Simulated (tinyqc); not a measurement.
# Scattering of inversion-layer electrons by surface optical phonons of the gate insulator (remote phonon scattering), step by step

A worked calculation. Computed by tinyqc, a small Python program that keeps every step. Command: `OMP_NUM_THREADS=1 python tinyqc.py 3110444 3110445 out.jsonl sophonon walk`. One thread of a shared host (Intel(R) Xeon(R) Processor @ 2.30GHz), about 0.02 s of CPU time with the checks. Intermediate numbers are printed to about 7 digits and carried at full precision; extremes and crossings named in words are read from the listed rows.

One subband with the Fang-Howard envelope; insulator and channel are half-spaces, the gate is far away, and an interlayer only moves the polar surface away by t (its own modes and its permittivity contrast are left out).

Inputs (values chosen for the exercise, modelled on Al2O3 on germanium):
```
quantity                                   value        unit
static constant of the insulator eps_0s     12.3           -
intermediate constant eps_i                 7.26           -
optical constant eps_inf                     3.2           -
hbar omega_TO1                              48.6         meV
hbar omega_TO2                              72.1         meV
constant of the channel eps_s               16.2           -
in-plane mass m                            0.117         m_0
valleys g_v                                    4           -
sheet density n                          2.2e+12      1/cm^2
mean distance of the electrons z0 = 3/b      1.5          nm
interlayer thickness t                       1.1          nm
temperature T                                400           K
electron energy E                             88         meV
mobility from other processes                620  cm^2/(V s)
```

Screening by the channel electrons: static.

Constants: k_B = 8.617333262e-05 eV/K; hbar^2/(2 m_0) = 3.80998212 eV angstrom^2; e^2/(4 pi eps_0) = 14.39964548 eV angstrom; hbar = 6.582119569e-16 eV s; e = 1.602176634e-19 C; m_0 = 9.1093837015e-31 kg.

## Surface modes and strengths

eps(w) = eps_inf + (eps_0s - eps_i) w1^2/(w1^2 - w^2) + (eps_i - eps_inf) w2^2/(w2^2 - w^2). Surface modes solve eps(w) + eps_s = 0, a quadratic in w^2; the strength of a mode is g = 2/(w d eps/dw). Occupation N = 1/(exp(hbar w/(k_B T)) - 1).

hbar omega_SO (meV): 1 52.77239, 2 80.47970

strengths g: 1 0.00511759, 2 0.01134109

occupations N: 1 0.2760314, 2 0.1072087

hbar omega g (2 N + 1) (meV): 1 0.419161, 2 1.108432

The upper mode has the larger hbar omega g N, the prefactor of absorption before the dependence on q: 0.0745 and 0.0979 meV.

## The electron gas

Density of states D = g_v m/(pi hbar^2); eta = E_F/(k_B T) = ln(exp(n/(D k_B T)) - 1); screening wave number q_s = e^2 D/(2 eps_0 eps_avg) x 1/(1 + exp(-eta)), eps_avg = (eps_s + eps_inf)/2; b = 3/z0.

D = 1.954983e+14 1/(eV cm^2)

eta = -0.9517358

q_s = 0.5079069 1/nm

b = 2 1/nm

## Squared matrix elements

For a mode of strength g, without the occupation factor, Area x |M(q)|^2 = e^2 hbar w g/(2 eps_0 q) x (b/(b + q))^6 exp(-2 q t) / (1 + (q_s/q) H(q))^2, H = (1 + 9 x/8 + 3 x^2/8)/(1 + x)^3, x = q/b.

Area x |M|^2 (meV^2 nm^2):
```
q (1/nm)  (b/(b + q))^6  exp(-2 q t)    mode 1    mode 2
0.05          0.8622969    0.8958341  329.7024  1114.272
0.10          0.7462154    0.8025188  460.2685  1555.537
0.20          0.5644739    0.6440364  453.4157  1532.377
0.30          0.4323276    0.5168513  340.9369  1152.240
0.50          0.2621440    0.3328711  151.3471   511.497
0.80          0.1328103    0.1720449   38.3287   129.537
1.20          0.0596046    0.0713613    6.1466    20.773
```

## Rates at the energy E

Approximate momentum relaxation rate, taking tau v alike in the initial and final states: 1/tau = (m/(2 pi hbar^3)) sum over modes and over absorption (N, E' = E + hbar w) and emission (N + 1, E' = E - hbar w > 0) of [(1 - f(E'))/(1 - f(E))] int_0^(2 pi) Area |M(q)|^2 (1 - cos theta) d theta, q^2 = k^2 + k'^2 - 2 k k' cos theta, f the Fermi function; 48 midpoints in theta from 0 to pi.

rates (1/ps): mode 1 absorption 0.0179442, mode 1 emission 0.1797172, mode 2 absorption 0.0191705, mode 2 emission 0.6784896

tau at E = 1116.917 fs

## Mobility

mu = (e/m) int tau E f (1 - f) dE/(k_B T int f dE), by 300 midpoints from 0 to (max(eta, 0) + 14) k_B T; Matthiessen sum with the other processes.

remote-phonon mobility = 82971.30 cm^2/(V s)

total mobility = 615.4014 cm^2/(V s)

loss of mobility = 0.7417040 %

Caution: a relaxation time is only an approximation for inelastic scattering, and static or no screening brackets the true dynamic screening only roughly.

## What an interlayer buys

The formulas are those given above.

Against the interlayer thickness:
```
t (nm)  remote-phonon mobility (cm^2/(V s))  total (cm^2/(V s))
0.0                                 18649.4            600.0513
0.3                                 28433.3            606.7692
0.6                                 42911.9            611.1697
1.0                                 72930.0            614.7736
1.5                                136900.5            617.2048
2.0                                247228.7            618.4491
3.0                                721557.9            619.4677
```

1 nm of interlayer raises the remote-phonon mobility by a factor 3.91, as exp(2 q t) with an effective q of 0.68 per nm; between 2 and 3 nm the effective q is 0.54. The total goes from 600 to 615 over the first nanometre.

Checks made by the program: sum of strengths against 1/(eps_s + eps_inf) - 1/(eps_s + eps_0s) (relative difference below 1e-10).
